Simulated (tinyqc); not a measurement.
From results back to parameters: WKB tunnelling through a gate dielectric with a two-band (Franz) dispersion. Five cases, with inputs chosen for the exercise.

Problem. In the Fowler-Nordheim regime with a parabolic band J/F^2 is proportional to exp(-B/F), B = (4/3) sqrt(m/c) phi^(3/2), c = hbar^2/2m0, 1 V/angstrom = 100 MV/cm. The ratio below was computed from a hidden barrier.

Constants: hbar^2/2m0 = 3.80998211 eV angstrom^2.

Find: B; phi.

Method. B is the logarithm divided by 1/F1 - 1/F2; then phi = (3 B/(4 sqrt(m/c)))^(2/3). The slope fixes only m phi^3, so the mass must be known.

Case 1.

Values chosen (out of a larger set: of the size used for SiO2 on silicon; not measured data):
- m = 0.51 m0 (mass at the conduction edge)
- F1 = 7.5 MV/cm (first field)
- F2 = 12.5 MV/cm (second field)

ln[(J2/F2^2)/(J1/F1^2)] = 15.03297

Solution.

B = 281.87 MV/cm
phi = 3.220 eV

Case 2.

Values chosen (out of a larger set: of the size used for AlN on silicon; not measured data):
- m = 0.37 m0 (mass at the conduction edge)
- F1 = 7.5 MV/cm (first field)
- F2 = 12.2 MV/cm (second field)

ln[(J2/F2^2)/(J1/F1^2)] = 4.94097

Solution.

B = 96.19 MV/cm
phi = 1.750 eV

Case 3.

Values chosen (out of a larger set: of the size used for SiO2 on silicon; not measured data):
- m = 0.57 m0 (mass at the conduction edge)
- F1 = 8.6 MV/cm (first field)
- F2 = 12.9 MV/cm (second field)

ln[(J2/F2^2)/(J1/F1^2)] = 12.09211

Solution.

B = 311.98 MV/cm
phi = 3.320 eV

Case 4.

Values chosen (out of a larger set: of the size used for Al2O3 on silicon; not measured data):
- m = 0.28 m0 (mass at the conduction edge)
- F1 = 7.3 MV/cm (first field)
- F2 = 10.2 MV/cm (second field)

ln[(J2/F2^2)/(J1/F1^2)] = 4.25354

Solution.

B = 109.21 MV/cm
phi = 2.090 eV

Case 5.

Values chosen (out of a larger set: of the size used for hBN on silicon; not measured data):
- m = 0.44 m0 (mass at the conduction edge)
- F1 = 7.9 MV/cm (first field)
- F2 = 10.6 MV/cm (second field)

ln[(J2/F2^2)/(J1/F1^2)] = 3.73591

Solution.

B = 115.87 MV/cm
phi = 1.870 eV

Computed by tinyqc, one run a case: `OMP_NUM_THREADS=1 python tinyqc.py N N+1 out.jsonl` with N = 1482135, 1482138, 1482176, 1482221, 1482244; one thread of a shared Intel(R) Xeon(R) Processor @ 2.30GHz, about 0.01 s a run at most.
